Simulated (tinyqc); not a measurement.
Inputs raised by 2 %, one at a time: velocity overshoot from momentum and energy balance equations after a field step. Computed by tinyqc, a small Python program. Command: `OMP_NUM_THREADS=1 python tinyqc.py 3011831 3011832 out.jsonl overshoot sens`. One thread of a shared host (Intel(R) Xeon(R) Processor @ 2.30GHz), about 0.04 s of CPU time with the checks.

At t = 0 the field jumps from 0 to F in a uniform sample. v is the drift velocity and u = w - (3/2) k_B T the excess energy per carrier.

Inputs (values chosen for the exercise, modelled on electrons in 4H-SiC except for tau_E): effective mass m = 0.36 m_0; low-field mobility mu_0 = 870 cm^2/(V s); saturation velocity v_s = 1.9 1e7 cm/s; energy relaxation time tau_E = 0.25 ps; field after the step F = 15 kV/cm; lattice temperature T = 300 K; time step dt = 6.2 fs.

Scheme: explicit Euler.

Constants: m_0 = 9.1093837015e-31 kg; e = 1.602176634e-19 C; k_B = 8.617333262e-05 eV/K.

Method:
- dv/dt = e F/m - v/tau_m(u), du/dt = e F v - u/tau_E, tau_m(u) = tau_0/(1 + c u), tau_0 = m mu_0/e, c = mu_0/(e tau_E v_s^2); this choice gives the steady state v (1 + mu_0 F v/v_s^2) = mu_0 F, which saturates at v_s. Steady velocity v = 2 mu_0 F/(1 + sqrt(1 + 4 (mu_0 F/v_s)^2)); u = e F v tau_E; carrier temperature T + 2u/(3 k_B), neglecting the drift energy m v^2/2.
- Step: v_new = v + dt (e F/m - v/tau_m(u)), u_new = u + dt (e F v - u/tau_E). Start v = u = 0; the distance adds dt (v + v_new)/2.
- Run to 8 times the larger of tau_E and tau_0, but at most 20001 steps, and stop early if |v| > 1000 v_s or u < -1/(2c); the run is accepted if the last v is within 0.5 % of the steady value.

Runs; columns: (1) input moved; (2) from; (3) to; (4) peak velocity (1e7 cm/s); (5) peak over steady velocity; (6) steady velocity (1e7 cm/s); (7) steady carrier temperature (K):
```
(1)                                    (2)     (3)     (4)     (5)      (6)     (7)
base run                                 -       -  1.0325  1.0678  0.96698  580.53
effective mass m (m_0)                0.36  0.3672  1.0309  1.0661  0.96698  580.53
low-field mobility mu_0 (cm^2/(V s))   870   887.4  1.0458  1.0690  0.97824  583.80
saturation velocity v_s (1e7 cm/s)     1.9   1.938  1.0381  1.0649  0.97482  582.81
energy relaxation time tau_E (ps)     0.25   0.255  1.0341  1.0694  0.96698  586.14
field after the step F (kV/cm)          15    15.3  1.0475  1.0708  0.97824  589.48
```

Exponents ln(y'/y) / ln(x'/x):
```
input                         peak velocity  peak over steady velocity  steady velocity  steady carrier temperature
effective mass m                     -0.080                     -0.080            0.000                       0.000
low-field mobility mu_0               0.644                      0.059            0.585                       0.283
saturation velocity v_s               0.270                     -0.137            0.408                       0.197
energy relaxation time tau_E          0.077                      0.077            0.000                       0.486
field after the step F                0.726                      0.141            0.585                       0.772
```

Which inputs matter most for each result?

Among the inputs moved here: peak velocity answers most in size to field after the step F (exponent +0.726), next to low-field mobility mu_0 (+0.644). Peak over steady velocity answers most in size to field after the step F (exponent +0.141), next to saturation velocity v_s (-0.137). Steady velocity answers most in size to low-field mobility mu_0 (exponent +0.585), and about equally to field after the step F (+0.585); its exponent is below 0.0005 for effective mass m, energy relaxation time tau_E. Its exponent 0.000 in energy relaxation time tau_E: c is tied to tau_E so that the steady curve is fixed. Steady carrier temperature answers most in size to field after the step F (exponent +0.772), next to energy relaxation time tau_E (+0.486); its exponent is below 0.0005 for effective mass m.

Extremes, crossings and ranges named in words are read from the listed rows.
